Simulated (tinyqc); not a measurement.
Inside a calculation. Method: RKS/BLYP in the sto-3g basis, for BeH2, spin multiplicity 1. One step of it, computed by the program tinyqc.

Problem. Iteration 1: diagonalisation and new density. Diagonalise F' = X^T F X, C = X C', fill 3 alpha and 3 beta electrons from the bottom; D = 2 C_occ C_occ^T. Each column has its largest component positive (the first on a tie).

Kohn-Sham matrix F (hartree), order 1Be 1s, 1Be 2s, 1Be 2px, 1Be 2py, 1Be 2pz, 2H 1s, 3H 1s:
$$\begin{pmatrix}
-6.334028 & -1.544990 & 0.000000 & 0.000000 & 0.000000 & -0.385217 & -0.385217 \\
-1.544990 & -0.904935 & 0.000000 & 0.000000 & 0.000000 & -0.347962 & -0.347962 \\
0.000000 & 0.000000 & -0.429079 & 0.000000 & -0.001210 & 0.000000 & 0.000000 \\
0.000000 & 0.000000 & 0.000000 & -0.469756 & 0.000000 & -0.239353 & 0.239353 \\
0.000000 & 0.000000 & -0.001210 & 0.000000 & -0.415067 & 0.000000 & 0.000000 \\
-0.385217 & -0.347962 & 0.000000 & -0.239353 & 0.000000 & -0.113990 & -0.049973 \\
-0.385217 & -0.347962 & 0.000000 & 0.239353 & 0.000000 & -0.049973 & -0.113990
\end{pmatrix}$$

X, order 1Be 1s, 1Be 2s, 1Be 2px, 1Be 2py, 1Be 2pz, 2H 1s, 3H 1s:
$$\begin{pmatrix}
1.028466 & -0.153141 & 0.000000 & 0.000000 & 0.000000 & 0.018955 & 0.018955 \\
-0.153141 & 1.240249 & 0.000000 & 0.000000 & 0.000000 & -0.298921 & -0.298921 \\
0.000000 & 0.000000 & 1.000000 & 0.000000 & 0.000000 & 0.000000 & 0.000000 \\
0.000000 & 0.000000 & 0.000000 & 1.355875 & 0.000000 & -0.427204 & 0.427204 \\
0.000000 & 0.000000 & 0.000000 & 0.000000 & 1.000000 & 0.000000 & 0.000000 \\
0.018955 & -0.298921 & 0.000000 & -0.427204 & 0.000000 & 1.283898 & -0.096908 \\
0.018955 & -0.298921 & 0.000000 & 0.427204 & 0.000000 & -0.096908 & 1.283898
\end{pmatrix}$$

Give: F' = X^T F X; orbital energies; coefficients C; D after iteration 1.

Solution.

F' = X^T F X (hartree):
$$\begin{pmatrix}
-6.2604 & -0.6447 & 0.0000 & 0.0000 & 0.0000 & -0.0925 & -0.0925 \\
-0.6447 & -0.5375 & 0.0000 & 0.0000 & 0.0000 & -0.1950 & -0.1950 \\
0.0000 & 0.0000 & -0.4291 & 0.0000 & -0.0012 & 0.0000 & 0.0000 \\
0.0000 & 0.0000 & 0.0000 & -0.3324 & 0.0000 & -0.2256 & 0.2256 \\
0.0000 & 0.0000 & -0.0012 & 0.0000 & -0.4151 & 0.0000 & 0.0000 \\
-0.0925 & -0.1950 & 0.0000 & -0.2256 & 0.0000 & 0.1841 & -0.0872 \\
-0.0925 & -0.1950 & 0.0000 & 0.2256 & 0.0000 & -0.0872 & 0.1841
\end{pmatrix}$$

orbital energies (hartree): MO1 -6.3362, MO2 -0.5667, MO3 -0.4698, MO4 -0.4292, MO5 -0.4150, MO6 0.2019, MO7 0.4086

coefficients C, order 1Be 1s, 1Be 2s, 1Be 2px, 1Be 2py, 1Be 2pz, 2H 1s, 3H 1s:
$$\begin{pmatrix}
1.0053 & -0.2483 & 0.0000 & 0.0000 & 0.0000 & 0.0983 & 0.0000 \\
-0.0242 & 1.0116 & 0.0000 & 0.0000 & 0.0000 & -0.8464 & 0.0000 \\
0.0000 & 0.0000 & 0.0000 & 0.9963 & -0.0854 & 0.0000 & 0.0000 \\
0.0000 & 0.0000 & 1.0064 & 0.0000 & 0.0000 & 0.0000 & 1.0911 \\
0.0000 & 0.0000 & 0.0000 & 0.0854 & 0.9963 & 0.0000 & 0.0000 \\
0.0064 & 0.0254 & -0.0062 & 0.0000 & 0.0000 & 0.8908 & -1.0657 \\
0.0064 & 0.0254 & 0.0062 & 0.0000 & 0.0000 & 0.8908 & 1.0657
\end{pmatrix}$$

D after iteration 1, order 1Be 1s, 1Be 2s, 1Be 2px, 1Be 2py, 1Be 2pz, 2H 1s, 3H 1s:
$$\begin{pmatrix}
2.1445 & -0.5510 & 0.0000 & 0.0000 & 0.0000 & 0.0003 & 0.0003 \\
-0.5510 & 2.0480 & 0.0000 & 0.0000 & 0.0000 & 0.0510 & 0.0510 \\
0.0000 & 0.0000 & 0.0000 & 0.0000 & 0.0000 & 0.0000 & 0.0000 \\
0.0000 & 0.0000 & 0.0000 & 2.0257 & 0.0000 & -0.0126 & 0.0126 \\
0.0000 & 0.0000 & 0.0000 & 0.0000 & 0.0000 & 0.0000 & 0.0000 \\
0.0003 & 0.0510 & 0.0000 & -0.0126 & 0.0000 & 0.0014 & 0.0013 \\
0.0003 & 0.0510 & 0.0000 & 0.0126 & 0.0000 & 0.0013 & 0.0014
\end{pmatrix}$$
